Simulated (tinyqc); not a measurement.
Core-level spacing from the offsets.

Inverse problem. For an overlayer B on a substrate A, dEv = (iB - iA) - (cB - vB) + (cA - vA) in binding energies, and dEc + dEv = EgB - EgA. Find dEv and the spacing iB - iA that a thin film must show.

Inputs (values chosen for the exercise): gap of the substrate A EgA = 1.13 eV; gap of the overlayer B EgB = 8.87 eV.

dEc = 3.0538310 eV
cA - vA = 32.516169 eV
cB - vB = 88.7 eV

Answer. The gaps give dEv, and the Kraut relation is solved for the spacing.

dEv = 4.6862 eV
iB - iA = 60.870 eV

Numbers from tinyqc (`OMP_NUM_THREADS=1 python tinyqc.py 2410073 2410074 out.jsonl`; about 0.01 s on one thread of a shared Intel Xeon 2.30GHz).
